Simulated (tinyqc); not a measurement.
Capillary instabilities by surface diffusion: grooving and agglomeration of films, edge retraction, wire break-up and smoothing of roughness: one step, computed by the program tinyqc. Command: `OMP_NUM_THREADS=1 python tinyqc.py 3017331 3017332 out.jsonl dewet walk`. One thread of a shared host (Intel(R) Xeon(R) Processor @ 2.30GHz), about 0.01 s of CPU time with the checks.

Isotropic surface energy; shapes change by surface diffusion alone.

Problem. The Mullins constant. B = D_s nu gamma_s Omega^2/(k_B T), D_s = D0 exp(-Q/(k_B T)).

Inputs (values chosen for the exercise, of the order of those of a copper film): surface energy gamma_s = 1.66 J/m^2; atomic volume Omega = 11.8 angstrom^3; surface sites nu = 9.8 1/nm^2; prefactor D0 = 3.6e-06 m^2/s; activation energy Q = 0.987 eV; temperature T = 872 K; time t = 1700 s.

Constants: k_B = 8.617333262e-05 eV/K; k_B = 1.380649e-23 J/K.

Give: D_s; B; length (B t)^(1/4).

Solution.

D_s = 7.110e-12 m^2/s

B = 1.338e+06 nm^4/s

length (B t)^(1/4) = 218.4 nm

Lengths grow as t^(1/4): doubling one takes 16 times as long, or roughly 260 K more.
